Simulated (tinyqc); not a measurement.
# Inputs raised by 10 %, one at a time

Model: leakage currents through a thin dielectric. Computed by tinyqc, a small Python program. Command: `OMP_NUM_THREADS=1 python tinyqc.py 3004605 3004606 out.jsonl leak sens`. One thread of a shared host (Intel(R) Xeon(R) Processor @ 2.30GHz), about 0.1 s of CPU time with the checks.

Electrons leave an electrode with Fermi energy E_F above its band bottom; barriers are counted from the Fermi level, and both electrodes are alike.

Inputs (values chosen for the exercise, modelled on a low-k dielectric):

| quantity | value | unit |
|---|---|---|
| barrier height phi_B | 2.45 | eV |
| tunnelling mass m | 0.53 | m_0 |
| static permittivity k | 2.6 | - |
| optical permittivity k_o | 2.07 | - |
| trap depth phi_t | 1 | eV |
| Poole-Frenkel prefactor sigma_0 | 5.9e-07 | S/cm |
| thickness t | 1.4 | nm |
| electrode Fermi energy E_F | 4.4 | eV |
| electrode mass m_e | 1 | m_0 |
| voltage V | 0.35 | V |
| temperature T | 300 | K |

Stack: single layer.

Constants: k_B = 8.617333262e-05 eV/K; m_0 = 9.1093837015e-31 kg; e = 1.602176634e-19 C; hbar = 1.054571817e-34 J s; k_B = 1.380649e-23 J/K; eps_0 = 8.8541878128e-12 F/m; h = 6.62607015e-34 J s.

Method:
- Field F = V/t; equivalent oxide thickness 3.9 t/k.
- WKB: a layer of mass m, field F and barrier b(x) = b_0 - e F x gives the exponent (4 sqrt(2 m)/(3 hbar e F)) [b_0^(3/2) - max(b_0 - e F t, 0)^(3/2)] for b_0 > 0; b_0 = barrier - (E - E_F); the transmission is D(E) = exp(-sum of exponents), without image force.
- Tsu-Esaki: J = (e m_e k_B T/(2 pi^2 hbar^3)) int D(E) ln[(1 + exp((E_F - E)/k_B T))/(1 + exp((E_F - eV - E)/k_B T))] dE over the normal energy E (its change with the mass at an interface is neglected) from max(0, E_F - 3 eV) to E_F + largest barrier, by 100 Gauss-Legendre points in each part, split at E_F - 0.3 eV (if inside the range) and E_F + 8 k_B T.
- The mean energy weights E - E_F by the integrand.
- Schottky emission J = A T^2 exp(-(phi_B - sqrt(e^3 F/(4 pi k_o eps_0)))/k_B T), A = 4 pi e m k_B^2/h^3 with the tunnelling mass; Poole-Frenkel J = sigma_0 F exp(-(phi_t - sqrt(e^3 F/(pi k_o eps_0)))/k_B T); both use the field F of the dielectric.

Runs:

| input moved | from | to | tunnel current density (A/cm^2) | Poole-Frenkel current density (A/cm^2) | equivalent oxide thickness (nm) | Schottky current density (A/cm^2) |
|---|---|---|---|---|---|---|
| base run | - | - | 153.41 | 0.0024039 | 2.1000 | 4.0348e-28 |
| barrier height phi_B (eV) | 2.45 | 2.695 | 71.80 | 0.0024039 | 2.1000 | 3.0904e-32 |
| tunnelling mass m (m_0) | 0.53 | 0.583 | 66.15 | 0.0024039 | 2.1000 | 4.4383e-28 |
| static permittivity k | 2.6 | 2.86 | 153.41 | 0.0024039 | 1.9091 | 4.0348e-28 |
| optical permittivity k_o | 2.07 | 2.277 | 153.41 | 0.0005356 | 2.1000 | 1.9046e-28 |
| trap depth phi_t (eV) | 1 | 1.1 | 153.41 | 0.0000502 | 2.1000 | 4.0348e-28 |
| thickness t (nm) | 1.4 | 1.54 | 27.46 | 0.0004869 | 2.3100 | 1.9046e-28 |
| temperature T (K) | 300 | 330 | 153.79 | 0.0043088 | 2.1000 | 6.2142e-25 |

Exponents ln(y'/y) / ln(x'/x):

| input | tunnel current density | Poole-Frenkel current density | equivalent oxide thickness | Schottky current density |
|---|---|---|---|---|
| barrier height phi_B | -7.965 | 0.000 | 0 | -99.433 |
| tunnelling mass m | -8.825 | 0.000 | 0 | 1.000 |
| static permittivity k | 0.000 | 0.000 | -1 | 0.000 |
| optical permittivity k_o | 0.000 | -15.753 | 0 | -7.876 |
| trap depth phi_t | 0.000 | -40.585 | 0 | 0.000 |
| thickness t | -18.052 | -16.753 | 1 | -7.876 |
| temperature T | 0.026 | 6.123 | 0 | 77.008 |

To which inputs is each result most sensitive?

Among the inputs moved here: tunnel current density answers most in size to thickness t (exponent -18.052), next to tunnelling mass m (-8.825); its exponent is below 0.0005 for static permittivity k, optical permittivity k_o, trap depth phi_t. Its exponent +0.026 in temperature T: tunnelling from the Fermi level is not activated. Poole-Frenkel current density answers most in size to trap depth phi_t (exponent -40.585), next to thickness t (-16.753); its exponent is below 0.0005 for barrier height phi_B, tunnelling mass m, static permittivity k. Equivalent oxide thickness answers most in size to static permittivity k (exponent -1.000), and about equally to thickness t (+1.000); its exponent is below 0.0005 for barrier height phi_B, tunnelling mass m, optical permittivity k_o, trap depth phi_t, temperature T. Schottky current density answers most in size to barrier height phi_B (exponent -99.433), next to temperature T (+77.008); its exponent is below 0.0005 for static permittivity k, trap depth phi_t.
